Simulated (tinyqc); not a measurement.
Temperature and isotope dependence of a band gap in oscillator models: sweeps and comparisons. A value that a table varies takes the place of the one given here.

E(T) = E0 - sum_i sl_i th_i n_i(T), n = 1/(exp(th/T) - 1). The same coupling lowers the gap at 0 K by the zero-point term ZP = sum_i sl_i th_i/2, so the gap of the static lattice is E0 + ZP. Thermal expansion is taken as part of the slopes.

Two-parameter forms are made to pass through the falls at the two temperatures T12: Varshni aV T^2/(T + bV), from the line T^2/fall = (T + bV)/aV; one oscillator s1 t1/(exp(t1/T) - 1), with t1 from the ratio of the falls.

Constants: kB = 8.617333262e-05 eV/K; hbar^2/2m0 = 3.80998211 eV angstrom^2.

Parameters, chosen for this exercise (near those of InP; not measured data): E0 = 1.427 eV (gap at 0 K); th = (133, 392) K (temperatures of two oscillators); sl = (0.119, 0.265) meV/K (their high-temperature slopes); T12 = (150, 380) K (temperatures of the fits); mm = 0.23 m0 (geometric mean of the density-of-states masses); T = 150 K (temperature).

## How far the fits carry

Falls of the gap from E0, and errors of the two fits against the model.

Results:

| T (K) | fall (meV) | Varshni - model (meV) | one oscillator - model (meV) | fall/ZP |
|---|---|---|---|---|
| 20 | 0.02 | 0.39 | -0.02 | 0.000 |
| 50 | 1.23 | 1.24 | -0.81 | 0.021 |
| 100 | 7.79 | 1.39 | -0.85 | 0.130 |
| 200 | 33.79 | -1.57 | 0.51 | 0.565 |
| 300 | 66.93 | -2.35 | 0.53 | 1.118 |
| 400 | 102.54 | 0.99 | -0.18 | 1.713 |
| 600 | 176.45 | 18.17 | -2.46 | 2.948 |
| 800 | 251.79 | 45.35 | -5.23 | 4.207 |

Below the first fit point the largest errors are +1.39 meV (Varshni, 100 K, on a fall of 7.79 meV) and -0.85 meV (one oscillator, 100 K); a T^2 law cannot freeze out; a single oscillator misses the soft modes. At 800 K, beyond the second fit point, they are +45.4 and -5.2 meV, so the oscillator extrapolates better here. The thermal fall equals ZP between 200 and 300 K.

## What the shift does to the intrinsic density

ni = 2 (mm kT/(4 pi c))^(3/2) exp(-E/2kT), c = hbar^2/2m0, with E(T) and with E0; 1 angstrom^-3 = 1e24 cm^-3. Apparent gap from an Arrhenius plot of ni/T^(3/2): E(T) - T dE/dT, dE/dT = -sum sl_i (th_i/T)^2 n_i (1 + n_i).

Results:

| T (K) | E(T) (eV) | ni (cm^-3) | ni with E(T) / ni with E0 | apparent gap (eV) |
|---|---|---|---|---|
| 200 | 1.3932 | 4.21 | 2.665 | 1.4550 |
| 250 | 1.3771 | 2.77e+04 | 3.183 | 1.4604 |
| 300 | 1.3601 | 1.04e+07 | 3.649 | 1.4643 |
| 350 | 1.3425 | 7.54e+08 | 4.062 | 1.4672 |
| 400 | 1.3245 | 1.93e+10 | 4.425 | 1.4695 |
| 500 | 1.2878 | 1.93e+12 | 5.031 | 1.4729 |
| 700 | 1.2130 | 4.24e+14 | 5.894 | 1.4768 |

Using E0 in place of E(T) understates ni by a factor that rises from 2.67 to 5.89, towards exp(sum sl/2kB) = 9.3. The slope of an Arrhenius plot returns neither E(T) nor E0 but the intercept of the tangent, 1.4643 eV at 300 K, which lies 37 meV above E0 and tends to the static gap 1.4869 eV.

## What each parameter does

Gap at T, slope -sum sl_i (th_i/T)^2 n_i (1 + n_i) and ZP. Each row changes one parameter from the base and keeps the others.

Results:

| case | E(T) (eV) | dE/dT (meV/K) | ZP (meV) |
|---|---|---|---|
| base | 1.4077 | -0.2660 | 59.85 |
| T = 190 K | 1.3963 | -0.3023 | 59.85 |
| E0 = 1.437 eV | 1.4177 | -0.2660 | 59.85 |
| th = (133, 470) K | 1.4102 | -0.2354 | 70.19 |
| sl = (0.1547, 0.265) meV/K | 1.4044 | -0.2994 | 62.23 |

The largest shifts from the base row, up to three for each result and ties (the steps differ in size, so this ranks the rows, not the parameters). E(T) (eV): T -0.0114, E0 +0.0100, sl -0.0033. dE/dT (meV/K): T -0.0364, sl -0.0335, th +0.0305; unchanged at the printed digits by E0. ZP (meV): th +10.34, sl +2.37; unchanged at the printed digits by T and E0.

(tinyqc, `OMP_NUM_THREADS=1 python tinyqc.py 1880056 1880057 out.jsonl`, Intel(R) Xeon(R) Processor @ 2.30GHz, 1 thread, shared host, about 0.01 s.)
